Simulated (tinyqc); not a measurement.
# Thin-body transistor below threshold, two-dimensional Poisson equation on a small mesh: effect of the drain voltage

A thin body on a thick buried insulator of low permittivity, taken as carrying no normal field at the bottom of the body (row 0). Mobile charge is neglected (subthreshold), the body is fully depleted, and potentials are counted from the intrinsic level; rows run upward to the gate, columns from source to drain.

Mesh: rows i = 0..12 in the semiconductor (step hs = tb/12, row 12 on the interface), then 8 step(s) ho = tox/8 up to the gate row 20; columns j = 0..80 (step hy = L/80). Box integration, divided by eps0: up_i = eps hy/h of the interval above row i, dn_i = that of the interval below (0 for row 0), lat_i = (sum of eps h/2 over the intervals above and below)/hy, s_i = -q Na w_i hy/eps0 with w_i the semiconductor height of the box (hs/2 for row 0 and the interface row, hs between, 0 in the insulator). Each free node obeys (up + dn + 2 lat) psi = up psi(above) + dn psi(below) + lat [psi(left) + psi(right)] + s. Fixed values: gate row Vg - Vfb; column 0 at Vbi and the last column at Vbi + Vd in the semiconductor, each running linearly to Vg - Vfb across the insulator. The system is solved directly. On row 0 the minimum of psi and its place come from a parabola through the three lowest nodes; barrier = Vbi - minimum, swing = Vt ln 10/(d psi/dVg), DIBL = (d psi/dVd)/(d psi/dVg) there. Lambda = pi/k with k the smallest positive root of tan(k tox) tan(k tb) = eox/eps_r.

Parameters, values chosen for the exercise; semiconductor permittivity close to that of silicon: temperature T = 300 K; relative permittivity of the semiconductor eps_r = 11.6; relative permittivity of the insulator eox = 3.9; body thickness tb = 8 nm; insulator thickness tox = 1.5 nm; channel length L = 44 nm; acceptor density of the depleted body Na = 0 cm^-3; potential of the source Vbi = 0.51 V; gate offset Vfb = -0.07 V; gate voltage Vg = -0.1 V.

Constants: q = 1.602176634e-19 C, kB = 1.380649e-23 J/K, Vt = kB T/q, eps0 = 8.8541878128e-14 F/cm where lengths are in cm. Results are converted to the units shown.

Effect of the drain voltage:

| Vd (V) | L/Lambda | barrier (V) | place y/L | swing (mV/decade) | DIBL (mV/V) |
|---|---|---|---|---|---|
| 0.05 | 1.820 | 0.4642 | 0.4922 | 68.76 | 74.11 |
| 0.25 | 1.820 | 0.4524 | 0.4664 | 68.95 | 64.07 |
| 0.45 | 1.820 | 0.4419 | 0.4465 | 69.26 | 57.35 |
| 0.65 | 1.820 | 0.4325 | 0.4303 | 69.62 | 52.47 |
| 0.85 | 1.820 | 0.4239 | 0.4165 | 70.01 | 48.71 |
| 1.05 | 1.820 | 0.4159 | 0.4046 | 70.41 | 45.71 |

As Vd goes from 0.05 to 1.05 V, the barrier falls from 0.464 to 0.416 V, the swing rises from 68.8 to 70.4 mV a decade and DIBL falls from 74.1 to 45.7 mV/V; the ideal swing is 59.5. The barrier top moves from y/L = 0.492 to 0.405, towards the source.

Computed by the program tinyqc: `OMP_NUM_THREADS=1 python tinyqc.py 2480104 2480105 out.jsonl`, one thread of a shared Intel Xeon 2.30GHz, about 0.1 s for the whole run.
